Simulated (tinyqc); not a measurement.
# Transfer length from front and end resistance

Question. A contact of length d and width W has Rc = (Rsh Lt/W) coth(d/Lt) and Re = (Rsh Lt/W)/sinh(d/Lt), with Rsh the sheet resistance under the metal and Lt = sqrt(rc/Rsh). Find Lt, Rsh and rc.

Inputs (values chosen for the exercise): contact length d = 1.6 um; contact width W = 390 um.

Rc = 2.3920378 ohm
Re = 2.1701044 ohm

Solution. Rc/Re = cosh(d/Lt) gives Lt, and Re then gives Rsh.

Lt = 3.57 um
Rsh = 110 ohm/sq
rc = 1.40e-5 ohm cm^2

tinyqc, about 0.01 s, one thread, Intel Xeon 2.30GHz (shared host): `OMP_NUM_THREADS=1 python tinyqc.py 2760070 2760071 out.jsonl`
